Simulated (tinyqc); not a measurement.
UKS/PBE0 in the 6-31g basis, for H3, spin multiplicity 2, step by step (part 2 of 2). Computed by tinyqc, a small Python program that keeps every step (integrals from PySCF). Command: `OMP_NUM_THREADS=1 python tinyqc.py 25440 25441 out.jsonl` (the two numbers bound the seeds that draw the settings). One thread of a shared host (Intel(R) Xeon(R) Processor @ 2.60GHz), about 2 s of CPU time with the checks.

Geometry (angstrom):
```
atom         x         y          z
H     0.000000  0.000000   0.000000
H     0.000000  0.000000   0.818000
H     0.000000  0.058000  -0.816000
```

## Iteration 2: exchange-correlation on the grid

D(alpha) after iteration 1, order 1H 1s, 1H 2s, 2H 1s, 2H 2s, 3H 1s, 3H 2s:
$$\begin{pmatrix}
0.649705 & -1.653152 & -0.337993 & 1.049715 & -0.337874 & 1.049559 \\
-1.653152 & 5.453618 & 1.240766 & -3.245151 & 1.240534 & -3.244810 \\
-0.337993 & 1.240766 & 0.689979 & -1.107718 & -0.105976 & -0.334866 \\
1.049715 & -3.245151 & -1.107718 & 2.851623 & -0.334836 & 1.068768 \\
-0.337874 & 1.240534 & -0.105976 & -0.334836 & 0.690090 & -1.107638 \\
1.049559 & -3.244810 & -0.334866 & 1.068768 & -1.107638 & 2.851304
\end{pmatrix}$$

D(beta) after iteration 1, order 1H 1s, 1H 2s, 2H 1s, 2H 2s, 3H 1s, 3H 2s:
$$\begin{pmatrix}
0.654153 & -1.645129 & -0.342136 & 1.049100 & -0.342124 & 1.048916 \\
-1.645129 & 5.465088 & 1.238524 & -3.245761 & 1.238286 & -3.245452 \\
-0.342136 & 1.238524 & 0.286607 & -0.721657 & 0.286541 & -0.721605 \\
1.049100 & -3.245761 & -0.721657 & 1.960343 & -0.721543 & 1.960118 \\
-0.342124 & 1.238286 & 0.286541 & -0.721543 & 0.286476 & -0.721490 \\
1.048916 & -3.245452 & -0.721605 & 1.960118 & -0.721490 & 1.959894
\end{pmatrix}$$

Becke grid with 15 radial and 86 angular points per atom, points of zero weight dropped. rho = sum D_ij phi_i phi_j; V_xc,ij = sum w v_xc phi_i phi_j plus the gradient terms; v_xc is d(rho eps)/d rho(s) for spin s at fixed gradient. Exact exchange is left to K.

The 8 grid points with the largest w rho, of 3852 (bohr, atomic units):
```
x                  y          z         w  rho(alpha)  rho(beta)     eps_xc  v_xc(alpha)
0.000000    0.000000   3.808762  0.516438    0.008831   0.004300  -0.170654    -0.229374
0.000000    0.109604  -3.804982  0.516438    0.008816   0.004284  -0.170547    -0.229232
0.000000    0.956503  -3.640534  0.528441    0.008558   0.004058  -0.168792    -0.226919
0.000000    0.846899   3.644314  0.528441    0.008418   0.003936  -0.167830    -0.225649
0.846899    0.000000   3.644314  0.528441    0.008415   0.003925  -0.167792    -0.225591
-0.846899   0.000000   3.644314  0.528441    0.008415   0.003925  -0.167792    -0.225591
0.000000   -0.846899   3.644314  0.528441    0.008412   0.003914  -0.167754    -0.225535
0.846899    0.109604  -3.640534  0.528441    0.008401   0.003909  -0.167686    -0.225451
```

electrons on the grid, sum of w rho = 2.999894

E_xc = sum of w rho eps_xc = -0.77748068 hartree

V_xc(alpha) (hartree), order 1H 1s, 1H 2s, 2H 1s, 2H 2s, 3H 1s, 3H 2s:
$$\begin{pmatrix}
-0.428138 & -0.225687 & -0.154868 & -0.164395 & -0.154850 & -0.164387 \\
-0.225687 & -0.234644 & -0.163519 & -0.192653 & -0.163515 & -0.192646 \\
-0.154868 & -0.163519 & -0.427527 & -0.219901 & -0.012532 & -0.063884 \\
-0.164395 & -0.192653 & -0.219901 & -0.228142 & -0.063884 & -0.108631 \\
-0.154850 & -0.163515 & -0.012532 & -0.063884 & -0.427541 & -0.219910 \\
-0.164387 & -0.192646 & -0.063884 & -0.108631 & -0.219910 & -0.228142
\end{pmatrix}$$

V_xc(beta) (hartree), order 1H 1s, 1H 2s, 2H 1s, 2H 2s, 3H 1s, 3H 2s:
$$\begin{pmatrix}
-0.423746 & -0.218267 & -0.141388 & -0.157752 & -0.141331 & -0.157712 \\
-0.218267 & -0.216300 & -0.141128 & -0.174421 & -0.140905 & -0.174332 \\
-0.141388 & -0.141128 & -0.354145 & -0.185090 & -0.012162 & -0.056886 \\
-0.157752 & -0.174421 & -0.185090 & -0.199324 & -0.056829 & -0.100126 \\
-0.141331 & -0.140905 & -0.012162 & -0.056829 & -0.353704 & -0.184695 \\
-0.157712 & -0.174332 & -0.056886 & -0.100126 & -0.184695 & -0.199175
\end{pmatrix}$$

## Iteration 2: building the Kohn-Sham matrix

core Hamiltonian H = T + V (hartree), order 1H 1s, 1H 2s, 2H 1s, 2H 2s, 3H 1s, 3H 2s:
$$\begin{pmatrix}
-1.539862 & -1.296196 & -0.862844 & -0.978383 & -0.862744 & -0.978339 \\
-1.296196 & -1.415358 & -0.891347 & -1.152606 & -0.891297 & -1.152575 \\
-0.862844 & -0.891347 & -1.222379 & -1.102436 & -0.122778 & -0.405989 \\
-0.978383 & -1.152606 & -1.102436 & -1.226571 & -0.405981 & -0.712966 \\
-0.862744 & -0.891297 & -0.122778 & -0.405981 & -1.222336 & -1.102413 \\
-0.978339 & -1.152575 & -0.405989 & -0.712966 & -1.102413 & -1.226556
\end{pmatrix}$$

nuclear repulsion = 1.61743545 hartree

Given earlier and not repeated: Two-electron integrals (ij|kl) in chemists' order.

J_ij = sum D_kl (ij|kl) with D = D(alpha) + D(beta), K_ij = sum D_kl (ik|jl) for each spin; F = H + J - 0.25 K(s) + V_xc; E = tr D H + tr D J / 2 - 0.125 sum_s tr D(s) K(s) + E_xc + E_nn.

Coulomb J (hartree), order 1H 1s, 1H 2s, 2H 1s, 2H 2s, 3H 1s, 3H 2s:
$$\begin{pmatrix}
1.855831 & 1.098421 & 0.678218 & 0.798039 & 0.678106 & 0.797993 \\
1.098421 & 1.323420 & 0.739829 & 1.067612 & 0.739759 & 1.067562 \\
0.678218 & 0.739829 & 1.628794 & 0.975597 & 0.058442 & 0.297461 \\
0.798039 & 1.067612 & 0.975597 & 1.212888 & 0.297448 & 0.612860 \\
0.678106 & 0.739759 & 0.058442 & 0.297448 & 1.628688 & 0.975540 \\
0.797993 & 1.067562 & 0.297461 & 0.612860 & 0.975540 & 1.212840
\end{pmatrix}$$

exchange K(alpha) (hartree), order 1H 1s, 1H 2s, 2H 1s, 2H 2s, 3H 1s, 3H 2s:
$$\begin{pmatrix}
0.445502 & 0.306648 & 0.212545 & 0.239769 & 0.212544 & 0.239762 \\
0.306648 & 0.286682 & 0.227627 & 0.235093 & 0.227625 & 0.235085 \\
0.212545 & 0.227627 & 0.470391 & 0.279412 & 0.016153 & 0.094386 \\
0.239769 & 0.235093 & 0.279412 & 0.268992 & 0.094384 & 0.128312 \\
0.212544 & 0.227625 & 0.016153 & 0.094384 & 0.470458 & 0.279426 \\
0.239762 & 0.235085 & 0.094386 & 0.128312 & 0.279426 & 0.268990
\end{pmatrix}$$

exchange K(beta) (hartree), order 1H 1s, 1H 2s, 2H 1s, 2H 2s, 3H 1s, 3H 2s:
$$\begin{pmatrix}
0.427188 & 0.281037 & 0.170324 & 0.216510 & 0.170203 & 0.216444 \\
0.281037 & 0.235697 & 0.164612 & 0.184337 & 0.164491 & 0.184269 \\
0.170324 & 0.164612 & 0.214154 & 0.150854 & 0.079959 & 0.105708 \\
0.216510 & 0.184337 & 0.150854 & 0.158681 & 0.105664 & 0.134311 \\
0.170203 & 0.164491 & 0.079959 & 0.105664 & 0.213937 & 0.150702 \\
0.216444 & 0.184269 & 0.105708 & 0.134311 & 0.150702 & 0.158568
\end{pmatrix}$$

F(alpha) (hartree), order 1H 1s, 1H 2s, 2H 1s, 2H 2s, 3H 1s, 3H 2s:
$$\begin{pmatrix}
-0.223546 & -0.500123 & -0.392631 & -0.404682 & -0.392625 & -0.404672 \\
-0.500123 & -0.398252 & -0.371944 & -0.336421 & -0.371959 & -0.336431 \\
-0.392631 & -0.371944 & -0.138709 & -0.416593 & -0.080906 & -0.196008 \\
-0.404682 & -0.336421 & -0.416593 & -0.309073 & -0.196013 & -0.240815 \\
-0.392625 & -0.371959 & -0.080906 & -0.196013 & -0.138803 & -0.416640 \\
-0.404672 & -0.336431 & -0.196008 & -0.240815 & -0.416640 & -0.309105
\end{pmatrix}$$

F(beta) (hartree), order 1H 1s, 1H 2s, 2H 1s, 2H 2s, 3H 1s, 3H 2s:
$$\begin{pmatrix}
-0.214575 & -0.486300 & -0.368595 & -0.392224 & -0.368520 & -0.392169 \\
-0.486300 & -0.367162 & -0.333799 & -0.305500 & -0.333565 & -0.305412 \\
-0.368595 & -0.333799 & -0.001268 & -0.349644 & -0.096487 & -0.191840 \\
-0.392224 & -0.305500 & -0.349644 & -0.252677 & -0.191778 & -0.233810 \\
-0.368520 & -0.333565 & -0.096487 & -0.191778 & -0.000835 & -0.349243 \\
-0.392169 & -0.305412 & -0.191840 & -0.233810 & -0.349243 & -0.252533
\end{pmatrix}$$

total energy of this density = 0.38981801 hartree

This density is a damped mixture and is not idempotent.

## Iteration 2: diagonalisation and new density

X, order 1H 1s, 1H 2s, 2H 1s, 2H 2s, 3H 1s, 3H 2s:
$$\begin{pmatrix}
1.319199 & -0.631738 & -0.147847 & 0.118667 & -0.147812 & 0.118649 \\
-0.631738 & 3.807363 & -0.031465 & -1.622206 & -0.031475 & -1.622092 \\
-0.147847 & -0.031465 & 1.284830 & -0.470109 & 0.053705 & 0.064564 \\
0.118667 & -1.622206 & -0.470109 & 2.178921 & 0.064563 & 0.458767 \\
-0.147812 & -0.031475 & 0.053705 & 0.064563 & 1.284818 & -0.470109 \\
0.118649 & -1.622092 & 0.064564 & 0.458767 & -0.470109 & 2.178810
\end{pmatrix}$$

overlap S, order 1H 1s, 1H 2s, 2H 1s, 2H 2s, 3H 1s, 3H 2s:
$$\begin{pmatrix}
1.000000 & 0.658292 & 0.387836 & 0.480846 & 0.387787 & 0.480824 \\
0.658292 & 1.000000 & 0.480846 & 0.824741 & 0.480824 & 0.824719 \\
0.387836 & 0.480846 & 1.000000 & 0.658292 & 0.033013 & 0.188022 \\
0.480846 & 0.824741 & 0.658292 & 1.000000 & 0.188022 & 0.463093 \\
0.387787 & 0.480824 & 0.033013 & 0.188022 & 1.000000 & 0.658292 \\
0.480824 & 0.824719 & 0.188022 & 0.463093 & 0.658292 & 1.000000
\end{pmatrix}$$

Diagonalise F' = X^T F X, C = X C', fill 2 alpha and 1 beta electrons from the bottom; D(s) = C_occ C_occ^T; the new density keeps 0.5 of the old one (damping). Each column has its largest component positive (the first on a tie).

F' = X^T F X (alpha) (hartree):
$$\begin{pmatrix}
0.318344 & -0.484631 & -0.306764 & -0.031561 & -0.306729 & -0.031562 \\
-0.484631 & 0.323476 & -0.112332 & -0.144462 & -0.112344 & -0.144446 \\
-0.306764 & -0.112332 & 0.301906 & -0.426405 & 0.118617 & 0.002948 \\
-0.031561 & -0.144462 & -0.426405 & 0.133432 & 0.002948 & -0.053822 \\
-0.306729 & -0.112344 & 0.118617 & 0.002948 & 0.301782 & -0.426422 \\
-0.031562 & -0.144446 & 0.002948 & -0.053822 & -0.426422 & 0.133395
\end{pmatrix}$$

orbital energies (alpha) (hartree): MO1 -0.590751, MO2 -0.244134, MO3 0.136998, MO4 0.584480, MO5 0.614598, MO6 1.011146

coefficients C (alpha), order 1H 1s, 1H 2s, 2H 1s, 2H 2s, 3H 1s, 3H 2s:
$$\begin{pmatrix}
0.362835 & -0.000061 & 0.333761 & -0.622898 & 0.000327 & -1.257060 \\
0.311934 & -0.000191 & 2.877564 & 2.187111 & -0.001009 & 2.645504 \\
0.244324 & -0.350267 & 0.001322 & -0.644093 & 0.882238 & 0.725335 \\
0.077134 & -0.589985 & -1.934210 & -0.462641 & -1.128456 & -1.498772 \\
0.244402 & 0.350298 & 0.001380 & -0.644709 & -0.881923 & 0.725100 \\
0.077202 & 0.590175 & -1.934003 & -0.461749 & 1.129075 & -1.498483
\end{pmatrix}$$

F' = X^T F X (beta) (hartree):
$$\begin{pmatrix}
0.319490 & -0.484440 & -0.306606 & -0.038288 & -0.306650 & -0.038306 \\
-0.484440 & 0.329829 & -0.100686 & -0.146627 & -0.100650 & -0.146558 \\
-0.306606 & -0.100686 & 0.449292 & -0.419703 & 0.102602 & 0.004935 \\
-0.038288 & -0.146627 & -0.419703 & 0.192710 & 0.004911 & -0.069022 \\
-0.306650 & -0.100650 & 0.102602 & 0.004911 & 0.449509 & -0.419273 \\
-0.038306 & -0.146558 & 0.004935 & -0.069022 & -0.419273 & 0.192487
\end{pmatrix}$$

orbital energies (beta) (hartree): MO1 -0.541261, MO2 -0.122333, MO3 0.176006, MO4 0.621330, MO5 0.730752, MO6 1.068822

coefficients C (beta), order 1H 1s, 1H 2s, 2H 1s, 2H 2s, 3H 1s, 3H 2s:
$$\begin{pmatrix}
0.390191 & -0.000320 & 0.318876 & -0.753645 & 0.001063 & -1.178700 \\
0.399035 & -0.000795 & 2.868837 & 2.432822 & -0.001820 & 2.419037 \\
0.204974 & 0.303764 & -0.003264 & -0.574800 & 0.899370 & 0.792550 \\
0.040366 & 0.648666 & -1.938817 & -0.613434 & -1.096005 & -1.438760 \\
0.204681 & -0.303546 & -0.002827 & -0.576302 & -0.899026 & 0.791983 \\
0.040021 & -0.647985 & -1.939737 & -0.611765 & 1.096692 & -1.437726
\end{pmatrix}$$

D(alpha) after iteration 2, order 1H 1s, 1H 2s, 2H 1s, 2H 2s, 3H 1s, 3H 2s:
$$\begin{pmatrix}
0.390677 & -0.769986 & -0.124661 & 0.538869 & -0.124609 & 0.538767 \\
-0.769986 & 2.775460 & 0.658523 & -1.610489 & 0.658352 & -1.610421 \\
-0.124661 & 0.658523 & 0.436180 & -0.441110 & -0.084480 & -0.261361 \\
0.538869 & -1.610489 & -0.441110 & 1.602828 & -0.261328 & 0.363264 \\
-0.124609 & 0.658352 & -0.084480 & -0.261328 & 0.436266 & -0.441016 \\
0.538767 & -1.610421 & -0.261361 & 0.363264 & -0.441016 & 1.602785
\end{pmatrix}$$

D(beta) after iteration 2, order 1H 1s, 1H 2s, 2H 1s, 2H 2s, 3H 1s, 3H 2s:
$$\begin{pmatrix}
0.403201 & -0.744714 & -0.131079 & 0.532425 & -0.131130 & 0.532266 \\
-0.744714 & 2.812159 & 0.660158 & -1.614827 & 0.659980 & -1.614741 \\
-0.131079 & 0.660158 & 0.164310 & -0.356692 & 0.164248 & -0.356701 \\
0.532425 & -1.614827 & -0.356692 & 0.980986 & -0.356640 & 0.980867 \\
-0.131130 & 0.659980 & 0.164248 & -0.356640 & 0.164185 & -0.356649 \\
0.532266 & -1.614741 & -0.356701 & 0.980867 & -0.356649 & 0.980748
\end{pmatrix}$$

## Iteration 37 (converged): orbitals

converged F(alpha) (hartree), order 1H 1s, 1H 2s, 2H 1s, 2H 2s, 3H 1s, 3H 2s:
$$\begin{pmatrix}
-0.122410 & -0.476011 & -0.389631 & -0.393022 & -0.389598 & -0.393004 \\
-0.476011 & -0.376931 & -0.376487 & -0.324306 & -0.376469 & -0.324302 \\
-0.389631 & -0.376487 & -0.102944 & -0.431030 & -0.083600 & -0.196347 \\
-0.393022 & -0.324306 & -0.431030 & -0.299532 & -0.196343 & -0.234619 \\
-0.389598 & -0.376469 & -0.083600 & -0.196343 & -0.102933 & -0.431024 \\
-0.393004 & -0.324302 & -0.196347 & -0.234619 & -0.431024 & -0.299532
\end{pmatrix}$$

converged F(beta) (hartree), order 1H 1s, 1H 2s, 2H 1s, 2H 2s, 3H 1s, 3H 2s:
$$\begin{pmatrix}
-0.140380 & -0.470915 & -0.367111 & -0.384545 & -0.367078 & -0.384527 \\
-0.470915 & -0.339262 & -0.324403 & -0.283583 & -0.324377 & -0.283576 \\
-0.367111 & -0.324403 & 0.079213 & -0.325149 & -0.108720 & -0.198920 \\
-0.384545 & -0.283583 & -0.325149 & -0.216678 & -0.198911 & -0.228531 \\
-0.367078 & -0.324377 & -0.108720 & -0.198911 & 0.079252 & -0.325125 \\
-0.384527 & -0.283576 & -0.198920 & -0.228531 & -0.325125 & -0.216665
\end{pmatrix}$$

Diagonalise F' = X^T F X, C = X C', fill 2 alpha and 1 beta electrons from the bottom; D(s) = C_occ C_occ^T. Each column has its largest component positive (the first on a tie).

F' = X^T F X (alpha) (hartree):
$$\begin{pmatrix}
0.465220 & -0.512827 & -0.329753 & -0.022910 & -0.329704 & -0.022917 \\
-0.512827 & 0.387631 & -0.112235 & -0.154693 & -0.112241 & -0.154688 \\
-0.329753 & -0.112235 & 0.383108 & -0.484910 & 0.122011 & 0.006721 \\
-0.022910 & -0.154693 & -0.484910 & 0.175705 & 0.006720 & -0.058377 \\
-0.329704 & -0.112241 & 0.122011 & 0.006720 & 0.383090 & -0.484913 \\
-0.022917 & -0.154688 & 0.006721 & -0.058377 & -0.484913 & 0.175698
\end{pmatrix}$$

orbital energies (alpha) (hartree): MO1 -0.567038, MO2 -0.244234, MO3 0.190149, MO4 0.672090, MO5 0.739401, MO6 1.180084

coefficients C (alpha), order 1H 1s, 1H 2s, 2H 1s, 2H 2s, 3H 1s, 3H 2s:
$$\begin{pmatrix}
0.322166 & -0.000014 & 0.309622 & -0.639708 & -0.000047 & -1.265845 \\
0.227488 & -0.000006 & 3.003650 & 2.090976 & 0.000118 & 2.591134 \\
0.249913 & -0.336061 & 0.002648 & -0.645029 & 0.887474 & 0.722926 \\
0.145601 & -0.608117 & -1.966241 & -0.400246 & -1.119096 & -1.469450 \\
0.249900 & 0.336074 & 0.002647 & -0.644817 & -0.887715 & 0.722789 \\
0.145602 & 0.608157 & -1.966055 & -0.400477 & 1.119185 & -1.469259
\end{pmatrix}$$

F' = X^T F X (beta) (hartree):
$$\begin{pmatrix}
0.437595 & -0.516342 & -0.335502 & -0.034724 & -0.335455 & -0.034731 \\
-0.516342 & 0.397018 & -0.098075 & -0.161250 & -0.098078 & -0.161248 \\
-0.335502 & -0.098075 & 0.560135 & -0.441783 & 0.105708 & -0.003779 \\
-0.034724 & -0.161250 & -0.441783 & 0.251050 & -0.003779 & -0.069937 \\
-0.335455 & -0.098078 & 0.105708 & -0.003779 & 0.560141 & -0.441778 \\
-0.034731 & -0.161248 & -0.003779 & -0.069937 & -0.441778 & 0.251052
\end{pmatrix}$$

orbital energies (beta) (hartree): MO1 -0.509290, MO2 -0.055345, MO3 0.245573, MO4 0.706884, MO5 0.830762, MO6 1.238407

coefficients C (beta), order 1H 1s, 1H 2s, 2H 1s, 2H 2s, 3H 1s, 3H 2s:
$$\begin{pmatrix}
0.372194 & 0.000006 & 0.304090 & -0.759699 & -0.000061 & -1.184527 \\
0.395176 & -0.000045 & 2.922047 & 2.406135 & 0.000129 & 2.382396 \\
0.200831 & 0.280557 & 0.005841 & -0.578565 & 0.906580 & 0.791195 \\
0.055813 & 0.676153 & -1.960995 & -0.598454 & -1.079393 & -1.414189 \\
0.200805 & -0.280561 & 0.005831 & -0.578406 & -0.906761 & 0.791083 \\
0.055807 & -0.676151 & -1.960826 & -0.598614 & 1.079426 & -1.414029
\end{pmatrix}$$

D(alpha) after iteration 37, order 1H 1s, 1H 2s, 2H 1s, 2H 2s, 3H 1s, 3H 2s:
$$\begin{pmatrix}
0.103791 & 0.073289 & 0.080518 & 0.046916 & 0.080504 & 0.046899 \\
0.073289 & 0.051751 & 0.056854 & 0.033126 & 0.056847 & 0.033119 \\
0.080518 & 0.056854 & 0.175393 & 0.240752 & -0.050488 & -0.167990 \\
0.046916 & 0.033126 & 0.240752 & 0.391006 & -0.167986 & -0.348631 \\
0.080504 & 0.056847 & -0.050488 & -0.167986 & 0.175395 & 0.240772 \\
0.046899 & 0.033119 & -0.167990 & -0.348631 & 0.240772 & 0.391055
\end{pmatrix}$$

D(beta) after iteration 37, order 1H 1s, 1H 2s, 2H 1s, 2H 2s, 3H 1s, 3H 2s:
$$\begin{pmatrix}
0.138529 & 0.147082 & 0.074748 & 0.020773 & 0.074739 & 0.020771 \\
0.147082 & 0.156164 & 0.079364 & 0.022056 & 0.079353 & 0.022054 \\
0.074748 & 0.079364 & 0.040333 & 0.011209 & 0.040328 & 0.011208 \\
0.020773 & 0.022056 & 0.011209 & 0.003115 & 0.011207 & 0.003115 \\
0.074739 & 0.079353 & 0.040328 & 0.011207 & 0.040323 & 0.011206 \\
0.020771 & 0.022054 & 0.011208 & 0.003115 & 0.011206 & 0.003114
\end{pmatrix}$$

## Convergence

Stop when the energy changes by less than 1e-10 hartree and every element of the error matrix X^T (F D S - S D F) X (for each spin) is below 3e-06.

Course of the cycle:
```
iteration  E (hartree)     change  largest element of the error matrix
1           2.25874694          -                             9.53e-02
2           0.38981801  -1.87e+00                             7.01e-02
3          -0.60273243  -9.93e-01                             4.65e-02
4          -1.11640868  -5.14e-01                             2.85e-02
5          -1.37828004  -2.62e-01                             1.67e-02
6          -1.51050336  -1.32e-01                             9.55e-03
7          -1.57694352  -6.64e-02                             5.43e-03
8          -1.61025131  -3.33e-02                             3.09e-03
9          -1.62692956  -1.67e-02                             1.77e-03
10         -1.63527560  -8.35e-03                             1.02e-03
11         -1.63945064  -4.18e-03                             5.93e-04
12         -1.64153877  -2.09e-03                             3.49e-04
13         -1.64258304  -1.04e-03                             2.09e-04
14         -1.64310524  -5.22e-04                             1.26e-04
...                ...        ...                                  ...
24         -1.64362701  -5.10e-07                             1.53e-06
25         -1.64362727  -2.55e-07                             1.00e-06
26         -1.64362739  -1.28e-07                             6.58e-07
27         -1.64362746  -6.38e-08                             4.31e-07
28         -1.64362749  -3.19e-08                             2.82e-07
29         -1.64362751  -1.59e-08                             1.85e-07
30         -1.64362751  -7.97e-09                             1.21e-07
31         -1.64362752  -3.99e-09                             7.91e-08
32         -1.64362752  -1.99e-09                             5.17e-08
33         -1.64362752  -9.97e-10                             3.38e-08
34         -1.64362752  -4.98e-10                             2.21e-08
35         -1.64362752  -2.49e-10                             1.45e-08
36         -1.64362752  -1.25e-10                             9.45e-09
37         -1.64362752  -6.23e-11                             6.18e-09
```

PySCF UKS in the same basis, fine grid, after a stability check = -1.64371610 hartree

Converged in 37 iterations. The coarse grid moves the energy by +8.86e-05 hartree.

## Populations, bond orders and dipole

Mulliken: Z minus the diagonal of D S on the atom; Loewdin: the same with S^(1/2) D S^(1/2); Mayer order: 2 sum_s sum (D(s) S)_ij (D(s) S)_ji over the two atoms.

Charges (e):
```
atom   Mulliken    Loewdin  Mulliken spin
1H    -0.147877   0.017867      -0.210088
2H     0.073946  -0.008931       0.605004
3H     0.073931  -0.008935       0.605084
```

Mayer bond orders:
```
pair     order
2-1   0.467045
3-1   0.466951
3-2   0.091264
```

dipole moment about the origin, x y z (debye): [0.000000, 0.014819, 0.000573]

<S^2> of the determinant (pure state: 0.75) = 0.757193
